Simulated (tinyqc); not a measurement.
# Changing the eps_m of the surrounding medium

Model: single-oscillator infrared dielectric function of a polar cubic crystal. Computed by tinyqc, a small Python program. Command: `OMP_NUM_THREADS=1 python tinyqc.py 3018577 3018578 out.jsonl infrared sweep`. One thread of a shared host (Intel(R) Xeon(R) Processor @ 2.30GHz), about 0.01 s of CPU time with the checks.

One ion pair, charges +Z* and -Z*, in a cell of volume Omega = a^3/4. Frequencies omega are given as wavenumbers (1/cm); eps_s is the static dielectric constant.

Inputs (values chosen for the exercise, modelled on lithium fluoride):

| quantity | value | unit |
|---|---|---|
| lattice constant a | 4.03 | angstrom |
| mass M_A | 6.94 | u |
| mass M_B | 19 | u |
| omega_TO | 312 | 1/cm |
| Born charge Z* | 1.08 | e |
| eps_inf | 1.9 | - |

Structure: rock salt. Free carriers: absent.

Constants: nu for 1 eV/(angstrom^2 u) = 15.6333042 THz; 1 THz = 33.35640952 1/cm; e^2/(4 pi eps_0) = 14.39964548 eV angstrom.

Method. mu = M_A M_B/(M_A + M_B); ionic plasma term W^2 = 4 pi Z*^2 (e^2/(4 pi eps_0))/(Omega mu) in eV/(angstrom^2 u), turned into 1/cm by W = 15.6333042 x 33.35640952 x sqrt(W^2); omega_LO^2 = omega_TO^2 + W^2/eps_inf; eps_s = eps_inf + W^2/omega_TO^2; Szigeti charge 3 Z*/(eps_inf + 2); longitudinal (Callen) charge Z*/eps_inf. Without damping, eps(omega) = -x eps_m gives omega^2 = omega_TO^2 (eps_s + x eps_m)/(eps_inf + x eps_m): x = 1 for a flat surface at large wave vector, x = 2 for the dipole mode of a small sphere. The reflectivity R for light from vacuum (not from the medium eps_m) vanishes where eps = 1, omega^2 = omega_TO^2 (eps_s - 1)/(eps_inf - 1).

One run for each value:

| eps_m of the surrounding medium | surface mode (1/cm) | sphere mode (1/cm) | omega_LO (1/cm) |
|---|---|---|---|
| 1.0 | 579.04 | 523.71 | 678.62 |
| 1.5 | 547.99 | 488.02 | 678.62 |
| 2.0 | 523.71 | 462.92 | 678.62 |
| 3.0 | 488.02 | 429.76 | 678.62 |
| 4.0 | 462.92 | 408.71 | 678.62 |
| 6.0 | 429.76 | 383.39 | 678.62 |
| 9.0 | 400.81 | 363.34 | 678.62 |
| 12.0 | 383.39 | 352.12 | 678.62 |

Describe and explain the trends.

Over the rows, surface mode (1/cm) falls from 579 to 383 (exponent d ln y / d ln x -0.14 between the first rows and -0.15 between the last); sphere mode (1/cm) falls from 524 to 352 (exponent d ln y / d ln x -0.17 between the first rows and -0.11 between the last); omega_LO (1/cm) does not change. A medium of higher eps_m screens the surface charge and pulls both modes from omega_LO towards omega_TO.
